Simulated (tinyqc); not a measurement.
Off-state leakage of single and stacked transistors: one step of the calculation.

n-channel devices of unit width. Subthreshold current I(Vg, Vs, Vd) = I0 (T/300 K)^0.5 exp[(Vg - Vs - VT(T) - gb (Vs - Vb) + dd (Vd - Vs))/(nf Vt)] (1 - exp(-(Vd - Vs)/Vt)), VT(T) = VT - cT (T - 300 K). Gate-edge tunnelling Ig (Vd/1 V) exp(ag (Vd - 1 V)), for a gate at 0 V, and band-to-band leakage Ab u exp(-Bb/u), u = Vd - Vb + 1 V, flow at a drain held at V; both are taken as independent of T. In a stack of off transistors (all gates at 0 V) the same subthreshold current passes through each.

Problem. Leakage of one transistor. Vg = Vs = 0, Vd = V; effective threshold VT(T) - gb Vb - dd V.

Values chosen for this exercise; values of the order met in bulk silicon logic transistors: temperature T = 378 K; supply voltage V = 0.7 V; threshold at 300 K, zero drain and body bias VT = 0.34 V; fall of the threshold with temperature cT = 0.9 mV/K; current at threshold at 300 K I0 = 0.29 uA/um; slope factor nf = 1.36; drain-induced lowering per volt dd = 0.06; rise of the threshold per volt of source-body bias gb = 0.14; gate-edge tunnelling current at 1 V Ig = 0.0003 uA/um; exponential slope of the gate current ag = 6 1/V; prefactor of band-to-band leakage at the drain Ab = 30 uA/(um V); its exponential voltage Bb = 23 V; body voltage Vb = 0 V.

Constants: q = 1.602176634e-19 C, kB = 1.380649e-23 J/K, Vt = kB T/q. Results are converted to the units shown.

Give: effective threshold; parts; total; shares.

Solution.

effective threshold = 0.2278 V
parts (nA/um): subthreshold 1.903, gate edge 0.03471, band-to-band 0.06789
total = 2.005 nA/um
shares (%): subthreshold 94.88, gate edge 1.731, band-to-band 3.386

The subthreshold part is the largest.

Numbers from tinyqc (`OMP_NUM_THREADS=1 python tinyqc.py 2242109 2242110 out.jsonl`; about 0.03 s on one thread of a shared Intel Xeon 2.30GHz).
